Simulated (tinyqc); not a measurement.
Schottky barrier with interface states (Cowley-Sze model), image lowering and contact resistance: one step, computed by the program tinyqc.

An n-type semiconductor under a metal. The barrier lies between the Schottky-Mott limit phi_M - chi and the Bardeen limit E_g - E_n, E_n being the neutrality level of the interface states; the space-charge term of the full Cowley-Sze expression is left out.

Question. Pinning factor and barrier. S = 1/(1 + 0.1 (eps_opt - 1)^2), an empirical relation for metal-induced gap states. phi_B = S (phi_M - chi) + (1 - S)(E_g - E_n); the hole barrier is E_g - phi_B.

Inputs (values chosen for the exercise, with gap, mass and screening modelled on InP):
```
quantity,value,unit
gap E_g,1.33,eV
electron affinity chi,4.31,eV
metal work function phi_M,4.47,eV
neutrality level E_n above the valence band,0.954,eV
optical dielectric constant eps_opt,9.28,-
```

Pinning factor from: Moench relation.

Give: pinning factor S; Schottky-Mott barrier; Bardeen barrier; barrier phi_B; hole barrier.

Answer.

pinning factor S = 0.1273

Schottky-Mott barrier = 0.16 eV

Bardeen barrier = 0.376 eV

barrier phi_B = 0.3485 eV

hole barrier = 0.9815 eV

The contact is strongly pinned: the metal hardly matters.
